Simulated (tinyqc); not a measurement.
What grading buys: minority-electron transport through the base of a bipolar transistor (Moll-Ross and Kroemer integrals). Computed by tinyqc, a small Python program. Command: `OMP_NUM_THREADS=1 python tinyqc.py 3016745 3016746 out.jsonl base walk`. One thread of a shared host (Intel(R) Xeon(R) Processor @ 2.30GHz), about 0.01 s of CPU time with the checks.

Low injection, one dimension, x from the emitter edge (0) to the collector edge (W), s = x/W. Recombination is treated as a small correction (valid for tau_B well below tau_n), computed from the stored charge.

Inputs (values chosen for the exercise, modelled on SiGe):
```
quantity                               value        unit
base doping at the emitter edge N_0  3.7e+18      1/cm^3
base width W                             260          nm
mu_min                                   170  cm^2/(V s)
mu_max                                  1140  cm^2/(V s)
N_ref                                1.1e+17      1/cm^3
saturation velocity v_s                 0.71    1e7 cm/s
temperature T                            300           K
doping ratio N_0/N(W)                    6.1           -
```

Base doping profile: exponential. Gap grading: none. Exit of the base: infinite sink.

Constants: k_B = 8.617333262e-05 eV/K.

Method. N(x) = N_0 (ratio)^(-s); n_i(x)^2 = n_i^2 exp(s dE_g/k_B T); D(x) = (k_B T/e) mu, mu = mu_min + (mu_max - mu_min)/(1 + (N/N_ref)^0.7). With y(x) = N n_i^2/(D n_i(x)^2): base Gummel number G_B = int_0^W y dx; J_C = e n_i^2 exp(e V_BE/k_B T)/G_B; n(x) = (J_C/e)(n_i(x)^2/(N n_i^2)) [int_x^W y dx]; transit time tau_B = (e/J_C) int n dx; trapezoid rule on 401 even points.

The same base with other gradings:
```
dE_g (meV)  dE_g/k_B T  G_B (s/cm^4)  J_C gain  tau_B (ps)  speed gain
0                0.000    6.0409e+12    1.0000      24.086      1.0000
25               0.967    4.5376e+12    1.3313      19.500      1.2352
50               1.934    3.5805e+12    1.6872      16.258      1.4815
75               2.901    2.9364e+12    2.0573      13.881      1.7352
100              3.868    2.4808e+12    2.4350      12.080      1.9938
150              5.802    1.8875e+12    3.2005       9.558      2.5199
200              7.736    1.5214e+12    3.9706       7.891      3.0523
300             11.605    1.0956e+12    5.5139       5.839      4.1252
```

At 100 meV J_C rises by a factor 2.44 and the transit is 1.99 times faster; at 300 meV the factors are 5.51 and 4.13. For a uniform base without exit term both tend to be linear in dE_g/k_B T, J_C as x/(1 - exp(-x)) and the speed as x/2.
